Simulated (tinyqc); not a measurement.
Power iteration on a symmetric matrix, step by step. Computed by tinyqc, a small Python program that keeps every step. Settings: method = power, shift = -0.06. Command: `OMP_NUM_THREADS=1 python tinyqc.py 31722 31723 out.jsonl` (the two numbers bound the seeds that draw the settings). One thread of a shared host (Intel(R) Xeon(R) Processor @ 2.60GHz), about 0.01 s of CPU time with the checks.

A:
$$\begin{pmatrix}
0.9110 & 0.4680 & 0.5630 & 0.4820 & 0.3620 & 0.7550 \\
0.4680 & 0.9620 & 0.6010 & 0.4750 & -0.5350 & -0.2190 \\
0.5630 & 0.6010 & 1.0510 & 0.1000 & 0.7470 & -0.0150 \\
0.4820 & 0.4750 & 0.1000 & 1.3590 & -0.3820 & -0.1670 \\
0.3620 & -0.5350 & 0.7470 & -0.3820 & 1.5960 & -0.1380 \\
0.7550 & -0.2190 & -0.0150 & -0.1670 & -0.1380 & 2.6660
\end{pmatrix}$$

Stop when the residual |A v - lambda v| is below 1e-9.

Steps:
```
step    lambda  residual
1     2.700483  3.05e-01
2     2.765175  2.85e-01
3     2.819980  2.60e-01
4     2.864166  2.30e-01
5     2.897675  1.97e-01
6     2.921872  1.66e-01
7     2.938728  1.37e-01
8     2.950177  1.13e-01
9     2.957821  9.17e-02
10    2.962867  7.43e-02
11    2.966172  6.01e-02
12    2.968326  4.84e-02
13    2.969726  3.90e-02
14    2.970633  3.14e-02
15    2.971220  2.53e-02
16    2.971600  2.03e-02
17    2.971846  1.63e-02
18    2.972004  1.31e-02
19    2.972107  1.06e-02
20    2.972173  8.48e-03
21    2.972216  6.82e-03
22    2.972243  5.48e-03
23    2.972261  4.40e-03
24    2.972273  3.54e-03
25    2.972280  2.84e-03
26    2.972285  2.28e-03
27    2.972288  1.84e-03
28    2.972290  1.48e-03
29    2.972292  1.19e-03
30    2.972292  9.53e-04
```

Can the last value be used, and what does the course show?

Not by the stop rule, although the second column moves by less than 1e-05 over the last three steps. Not converged in 30 steps: the residual falls only by the ratio of the two largest distances of eigenvalues from the shift, 0.80 a step. all eigenvalues, for comparison: [-0.1576, 0.1485, 0.8961, 2.3088, 2.3769, 2.9723].
